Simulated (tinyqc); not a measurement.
# Electron mobility in a silicon inversion layer, empirical terms and Matthiessen rule: effects of single changes

Inversion layer of sheet density Ns on a uniformly doped body. The mobility terms are empirical power laws with prefactors chosen for the exercise; adding their inverses (Matthiessen) is itself an approximation.

Inputs (values chosen for the exercise); material values close to those of silicon: temperature T = 325 K; band gap Eg = 1.11 eV; relative permittivity of the semiconductor eps_r = 11.6; conduction-band density of states at T Nc = 3.11e19 cm^-3; valence-band density of states at T Nv = 2.98e19 cm^-3; body doping Nb = 1.7e18 cm^-3; reverse body bias Vsb = 0 V; weight of the inversion charge in the effective field eta = 0.5; phonon-limited mobility at 1 MV/cm and 300 K Ap = 458 cm^2/(V s); roughness-limited mobility at 1 MV/cm As = 812 cm^2/(V s); exponent of the roughness term gs = 2; Coulomb prefactor Ac = 1700 cm^2/(V s); charge at the interface Nit = 2.1e11 cm^-2; inversion density Ns = 1.7e12 cm^-2.

Constants: q = 1.602176634e-19 C, kB = 1.380649e-23 J/K, Vt = kB T/q, eps0 = 8.8541878128e-14 F/cm where lengths are in cm. Results are converted to the units shown.

Each table varies one quantity; the others keep the values above.

## Effect of the reverse body bias

ni = sqrt(Nc Nv) exp(-Eg/(2 Vt)), Eg in volts; Ndep = sqrt(2 eps0 eps_r Nb (2 Vt ln(Nb/ni) + Vsb)/q); E = q (Ndep + eta Ns)/(eps0 eps_r), in MV/cm. With t = T/(300 K): muC = Ac (Ns/1e12 cm^-2) t/(Nb/1e17 cm^-3 + Nit/1e11 cm^-2), muP = Ap E^(-1/3) t^(-1.75), muS = As E^(-gs); 1/mu is the sum of the inverses.

The same in every row: muC (cm^2/(V s)) = 163.9.

Effect of the reverse body bias:
```
Vsb (V)	E (MV/cm)	muP (cm^2/(V s))	muS (cm^2/(V s))	mu (cm^2/(V s))
0	0.8418	421.7	1146	107.0
0.4	0.9783	401.1	848.5	102.3
0.8	1.096	386.2	676.5	98.35
1.2	1.200	374.7	563.8	94.85
1.6	1.295	365.2	484.1	91.71
2	1.383	357.3	424.5	88.85
2.4	1.465	350.5	378.2	86.23
```

What does the table show?

As Vsb goes from 0 to 2.4 V, E rises from 0.842 to 1.47 MV/cm and mu falls from 107 to 86.2 cm^2/(V s). The Coulomb term is the smallest in the first and the last row.

## Universality: two dopings at the same effective field

Same model as above.

For each E, Ns is chosen to give that field on bodies with Nb = 2e17 and 1.7e18 cm^-3; the last column leaves out muC.

Universality: two dopings at the same effective field:
```
E (MV/cm)	Ns, light body (cm^-2)	mu, light (cm^2/(V s))	Ns, heavy body (cm^-2)	mu, heavy (cm^2/(V s))	without muC (cm^2/(V s))
0.752	6.726e12	302.0	5.484e11	45.68	335.5
0.85	7.983e12	281.9	1.805e12	110.9	305.9
0.961	9.406e12	259.6	3.228e12	146.4	276.6
1.09	1.106e13	235.3	4.882e12	162.0	247.0
1.23	1.285e13	211.5	6.677e12	163.7	219.6
1.39	1.491e13	187.6	8.728e12	157.0	193.0
1.57	1.721e13	164.4	1.104e13	145.0	167.9
1.77	1.978e13	142.7	1.360e13	130.6	145.0
```

The heavily doped body has 0.151 of the mobility of the light one in the first row and 0.915 in the last; there they lie 10 % below and 1.6 % below the curve without Coulomb scattering, which depends on E alone. The heavy body leaves that curve at low E because its field comes mostly from depletion charge and few carriers screen.

## Effect of the inversion density

Same model as above.

Effect of the inversion density:
```
Ns (cm^-2)	E (MV/cm)	muC (cm^2/(V s))	muP (cm^2/(V s))	muS (cm^2/(V s))	mu (cm^2/(V s))
2e11	0.7248	19.28	443.2	1546	18.26
3.6e11	0.7373	34.71	440.7	1494	31.50
6.3e11	0.7584	60.75	436.6	1412	51.39
1.1e12	0.7950	106.1	429.8	1285	79.79
2e12	0.8652	192.8	417.8	1085	117.6
3.6e12	0.9900	347.1	399.5	828.5	151.7
6.3e12	1.201	607.5	374.6	563.3	164.2
1.1e13	1.567	1061	342.8	330.6	145.2
2e13	2.269	1928	303.0	157.7	98.42
```

What does the table show?

As Ns goes from 2e11 to 2e13 cm^-2, E rises from 0.725 to 2.27 MV/cm and mu goes from 18.3 through a maximum of 164 (at Ns = 6.3e12 cm^-2 among the rows listed) to 98.4 cm^2/(V s). The smallest term is the Coulomb one in the first row and the roughness one in the last. Screening lifts the Coulomb term as Ns grows while the field presses the carriers to the interface, hence the maximum. For Ns = 1.1e13 to 2e13 cm^-2 E passes 1.5 MV/cm, beyond the usual range of such laws.

Program tinyqc, `OMP_NUM_THREADS=1 python tinyqc.py 2510002 2510003 out.jsonl`; Intel Xeon 2.30GHz, shared host, one thread, about 0.01 s.
